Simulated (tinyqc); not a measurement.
Gate sheet resistance from two finger widths.

Inverse problem. At low frequency R = Rsh Wf/(3 L) + B/Wf, where B collects the channel and vertical terms. Find Rsh, B and the width of lowest R.

Parameters, values chosen for the exercise: channel length L = 0.074 um.

input resistance of single fingers, contacted at one end, of width 1.1 and 4.8 um (ohm): [232.33415, 852.20158]

Solution. R Wf is a straight line in Wf^2; the minimum of R lies where both terms are equal.

Rsh = 39.0 ohm/square
B = 43.0 ohm um
width of lowest R = 0.495 um

Numbers from tinyqc (`OMP_NUM_THREADS=1 python tinyqc.py 2262028 2262029 out.jsonl`; about 0.01 s on one thread of a shared Intel Xeon 2.30GHz).
